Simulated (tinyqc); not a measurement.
Delay unit and parasitic delay from two ring oscillators.

Problem. A ring of 51 inverters oscillates at 1/(2 x 51 d), with stage delay d = tau (h + p) for fan-out h. Find tau, p and the delay at fan-out 4.

frequencies of 51-stage ring oscillators with fan-out 1 and 6 (GHz): 1.3562871  0.36339758

Answer. d is a straight line in h with slope tau and intercept tau p.

tau = 3.950 ps
p = 0.8300
delay at fan-out 4 = 19.08 ps

Program tinyqc, `OMP_NUM_THREADS=1 python tinyqc.py 2082055 2082056 out.jsonl`; Intel Xeon 2.30GHz, shared host, one thread, about 0.01 s.
